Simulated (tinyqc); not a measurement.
Millisecond and nanosecond annealing: surface heating, thermal budget and solid-phase regrowth: one step, computed by the program tinyqc.

A square pulse heats the surface of a thick wafer with constant thermal properties; losses by radiation are neglected and silicon melts at 1414 C.

Question. Peak temperature. Absorbed flux q = (1 - R) fluence/t_p; kappa = k/c. With f(z, t) = (2 q/k) sqrt(kappa t) ierfc(z/(2 sqrt(kappa t))), ierfc(x) = exp(-x^2)/sqrt(pi) - x erfc(x): T = T0 + f(z, t) during the pulse and T0 + f(z, t) - f(z, t - t_p) after it. At the surface the rise at the end of the pulse is 2 q sqrt(t_p/(pi k c)); the fluence that just melts the surface scales with (1414 - T0).

Inputs (values chosen for the exercise, modelled on hot silicon with arsenic):
```
quantity                     value        unit
incident fluence              18.9      J/cm^2
pulse length t_p            0.0011           s
reflectance R                 0.43           -
thermal conductivity k        0.29    W/(cm K)
heat capacity per volume c     2.1  J/(cm^3 K)
preheat temperature T0         700           C
```

Source: flash lamp.

Give: absorbed flux q; kappa; thermal length sqrt(kappa t_p); peak temperature; fluence at the melting threshold.

Answer.

absorbed flux q = 9793.6 W/cm^2

kappa = 0.13810 cm^2/s

thermal length sqrt(kappa t_p) = 123.25 um

peak temperature = 1169.7 C

fluence at the melting threshold = 28.732 J/cm^2
